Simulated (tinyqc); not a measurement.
From isotopically pure to strongly disordered: Debye-Callaway model of lattice thermal conductivity. Computed by tinyqc, a small Python program. Command: `OMP_NUM_THREADS=1 python tinyqc.py 3014670 3014671 out.jsonl callaway sweep`. One thread of a shared host (Intel(R) Xeon(R) Processor @ 2.30GHz), about 0.02 s of CPU time with the checks.

Three acoustic branches with one velocity v, cut at omega_D = k_B Theta/hbar; x = hbar omega/(k_B T). v and Theta are separate inputs: Theta cuts off the heat-carrying modes, so C need not reach 3 k_B/V. gamma is an effective value that sets the umklapp rate. Heat flows along the wire.

Inputs (values chosen for the exercise, modelled on silicon carbide):

| quantity | value | unit |
|---|---|---|
| sound velocity v | 9130 | m/s |
| Debye temperature Theta | 1130 | K |
| volume per atom V | 10.4 | angstrom^3 |
| mean atomic mass M | 20.05 | u |
| effective Grueneisen parameter gamma | 2.9 | - |
| umklapp exponent divisor b | 2.5 | - |
| wire diameter D | 0.078 | micrometre |
| specularity p | 0.6 | - |
| temperature T | 200 | K |

Sample: wire. Point defects: isotopes. Normal processes: left out.

Constants: k_B = 1.380649e-23 J/K; hbar = 1.054571817e-34 J s; u = 1.6605390666e-27 kg.

Method:
- Gamma is given directly by the isotope mixture. A = V Gamma/(4 pi v^3).
- Rates: point defects A omega^4; umklapp B omega^2 T exp(-Theta/(b T)) with B = hbar gamma^2/(M v^2 Theta). Boundaries: v/Lambda_B with Lambda_B = D (1 + p)/(1 - p).
- kappa_1 = c int tau_C g dx, g = x^4 e^x/(e^x - 1)^2, c = (k_B/(2 pi^2 v)) (k_B T/hbar)^3, over 0 < x < min(Theta/T, 40), by 96 Gauss-Legendre points in s with x = x_max s^2; tau_C = tau_R, the inverse of the summed rates, and kappa = kappa_1.
- Heat capacity C = 3 c int g dx / v^2; grey free path 3 kappa/(C v); the median free path v tau_C halves kappa_1 when the quadrature points are ordered by free path (each counted at half its weight, interpolated in the logarithm); likewise at 10 % and 90 %.

One run for each value:

| mass variance Gamma | kappa (W/(m K)) | median free path (nm) | grey free path (nm) |
|---|---|---|---|
| 1.00e-07 | 339.43 | 141.11 | 125.70 |
| 5.00e-07 | 339.31 | 141.10 | 125.66 |
| 2.00e-06 | 338.86 | 141.06 | 125.49 |
| 1.00e-05 | 336.51 | 140.87 | 124.62 |
| 5.00e-05 | 325.61 | 139.96 | 120.58 |
| 3.00e-04 | 277.73 | 135.52 | 102.85 |
| 1.00e-03 | 212.75 | 127.91 | 78.79 |
| 3.00e-02 | 45.88 | 88.21 | 16.99 |

Give the missing row, mass variance Gamma = 6.00e-03.

Computed row:
```
mass variance Gamma  kappa (W/(m K))  median free path (nm)  grey free path (nm)
6.00e-03                      107.11                 108.57                39.67
```

Interpolating between the two neighbouring rows (the first column on a logarithmic scale, the others too where they are positive) misses most in grey free path (nm), by 11 %. Over the rows, kappa (W/(m K)) falls from 339 to 45.9 (exponent d ln y / d ln x -2.2e-4 between the first rows and -0.53 between the last); median free path (nm) falls from 141 to 88.2; grey free path (nm) falls from 126 to 17.0 (exponent d ln y / d ln x -2.2e-4 between the first rows and -0.53 between the last). At the low end the exponent of kappa is 0.00, close to 0: so few defects do not matter. Rayleigh scattering grows as omega^4, so it removes the short waves first and leaves the heat to longer ones; each further decade of defects therefore costs less than a decade of kappa (steepest exponent here -0.53).
